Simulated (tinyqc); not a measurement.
Classical Heisenberg spin chain: exact results, Metropolis, heat-bath and over-relaxation steps, and a Monte Carlo run: one step, computed by the program tinyqc. Command: `OMP_NUM_THREADS=1 python tinyqc.py 3130197 3130198 out.jsonl heismc walk`. One thread of a shared host (Intel(R) Xeon(R) Processor @ 2.30GHz), about 0.2 s of CPU time with the checks.

E = -J sum_i s_i . s_(i+1) for unit vectors s_i on an open chain; K = J/(k_B T).

Problem. Four single-spin steps. The given spins are first normalised. Spins 2 and 3 are updated in turn, with h = K (sum of the two neighbours). Heat bath: cos(theta) = 1 + ln(1 - r1 (1 - exp(-2 |h|)))/|h| about n = h/|h|, azimuth 2 pi r2 = phi in the frame a = n x z/|n x z|, b = n x a: s = n cos(theta) + sin(theta)(a cos(phi) + b sin(phi)); r1, r2 are the first two numbers of the row.

Inputs (values chosen for the exercise, for a model chain of large moments): temperature T = 12.7 K.

Update: heat bath.

four neighbouring spins (rows; components x, y, z):
```
         1        2        3
1  -0.7200   0.1712   0.6725
2  -0.5126  -0.8455   0.1496
3   0.7088  -0.5433  -0.4498
4   0.6009  -0.1992   0.7741
```

random numbers, one row a step:
```
        1       2       3
1  0.8618  0.6519  0.1664
2  0.3622  0.0542  0.7402
3  0.3792  0.5713  0.9134
4  0.1475  0.2559  0.4405
```

K = 2.284354

Give: the table «Steps» with the columns |h|, h . s before, h . s after, move, x, y, z.

Solution.

Steps:

| spin | \|h\| | h . s before | h . s after | move | x | y | z |
|---|---|---|---|---|---|---|---|
| 2 | 0.991 | 0.808 | -0.368 | heat bath | 0.5578 | 0.6911 | 0.4597 |
| 3 | 4.026 | -0.002 | 3.577 | heat bath | 0.8519 | -0.1085 | 0.5123 |
| 2 | 2.727 | 1.511 | 2.253 | heat bath | -0.3455 | 0.3981 | 0.8498 |
| 3 | 3.783 | 2.348 | 3.623 | heat bath | 0.3634 | 0.2965 | 0.8832 |
